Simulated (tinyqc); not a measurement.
Resistive crossbar, vector-matrix product with wire resistance: one step of the calculation.

2 rows and 2 columns. Cell (i, j) joins row node wij to column node bij. Each row is driven at its left end through one wire segment rw; neighbouring nodes along a row or a column are joined by rw; each column ends below the last row in one more rw and a virtual ground, where its current is read. Ideal output: I_j = sum_i V_i G_ij.

Question. Error against the ideal product. Ideal I_j = sum_i V_i G_ij; error = I/ideal - 1.

Parameters, values chosen for the exercise:
```
symbol,value,unit,meaning
V,"[0.26, 0.16]",V,input voltages of the rows
```

cell conductances G (uS):

|  | column 1 | column 2 |
|---|---|---|
| row 1 | 54 | 180 |
| row 2 | 180 | 190 |

column currents (uA): column 1 42.716821, column 2 76.834715

Give: ideal currents; error.

Answer.

ideal currents (uA): column 1 42.840, column 2 77.200
error (%): column 1 -0.2875, column 2 -0.4732

The largest error is in column 2. All currents fall short, since the wires take part of the voltage.

Program tinyqc, `OMP_NUM_THREADS=1 python tinyqc.py 2880106 2880107 out.jsonl`; Intel Xeon 2.30GHz, shared host, one thread, about 0.03 s.
